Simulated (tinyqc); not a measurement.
Worked calculation: FCI on RHF in the sto-3g basis, frozen core, for B+, spin multiplicity 1. One step of it, computed by the program tinyqc.

Question. Iteration 1: building the Fock matrix. J_ij = sum D_kl (ij|kl), K_ij = sum D_kl (ik|jl); F = H + J - 0.5 K; E = tr D H + tr D J / 2 - 0.25 tr D K + E_nn.

D at the start, lower triangle:
```
,1B 1s,1B 2s,1B 2px,1B 2py,1B 2pz
1B 1s,2.156421
1B 2s,-0.580784,2.156421
1B 2px,0.000000,0.000000,0.000000
1B 2py,0.000000,0.000000,0.000000,0.000000
1B 2pz,0.000000,0.000000,0.000000,0.000000,0.000000
```

core Hamiltonian H = T + V (hartree), lower triangle:
```
,1B 1s,1B 2s,1B 2px,1B 2py,1B 2pz
1B 1s,-12.321086
1B 2s,-3.187330,-3.412465
1B 2px,0.000000,0.000000,-2.617559
1B 2py,0.000000,0.000000,0.000000,-2.617559
1B 2pz,0.000000,0.000000,0.000000,0.000000,-2.617559
```

Two-electron integrals (ij|kl) in chemists' order, unique and non-zero (hartree):
```
i,j,k,l,(ij|kl)
1,1,1,1,2.923513
2,1,1,1,0.518376
2,1,2,1,0.109262
2,2,1,1,0.744229
2,2,2,1,0.193177
2,2,2,2,0.544804
3,1,3,1,0.020264
3,2,3,1,0.029996
3,2,3,2,0.120346
3,3,1,1,0.742491
3,3,2,1,0.193240
3,3,2,2,0.544682
3,3,3,3,0.586773
4,1,4,1,0.020264
4,2,4,1,0.029996
4,2,4,2,0.120346
4,3,4,3,0.031630
4,4,1,1,0.742491
4,4,2,1,0.193240
4,4,2,2,0.544682
4,4,3,3,0.523513
4,4,4,4,0.586773
5,1,5,1,0.020264
5,2,5,1,0.029996
5,2,5,2,0.120346
5,3,5,3,0.031630
5,4,5,4,0.031630
5,5,1,1,0.742491
5,5,2,1,0.193240
5,5,2,2,0.544682
5,5,3,3,0.523513
5,5,4,4,0.523513
5,5,5,5,0.586773
```

nuclear repulsion = 0 hartree

Give: Coulomb J; exchange K; Fock matrix F; total energy of this density.

Answer.

Coulomb J (hartree), lower triangle:
```
,1B 1s,1B 2s,1B 2px,1B 2py,1B 2pz
1B 1s,7.3071
1B 2s,1.4075,2.5553
1B 2px,0.0000,0.0000,2.5512
1B 2py,0.0000,0.0000,0.0000,2.5512
1B 2pz,0.0000,0.0000,0.0000,0.0000,2.5512
```

exchange K (hartree), lower triangle:
```
,1B 1s,1B 2s,1B 2px,1B 2py,1B 2pz
1B 1s,5.9378
1B 2s,1.0387,1.1861
1B 2px,0.0000,0.0000,0.2684
1B 2py,0.0000,0.0000,0.0000,0.2684
1B 2pz,0.0000,0.0000,0.0000,0.0000,0.2684
```

Fock matrix F (hartree), lower triangle:
```
,1B 1s,1B 2s,1B 2px,1B 2py,1B 2pz
1B 1s,-7.9829
1B 2s,-2.2992,-1.4502
1B 2px,0.0000,0.0000,-0.2005
1B 2py,0.0000,0.0000,0.0000,-0.2005
1B 2pz,0.0000,0.0000,0.0000,0.0000,-0.2005
```

total energy of this density = -23.948470 hartree
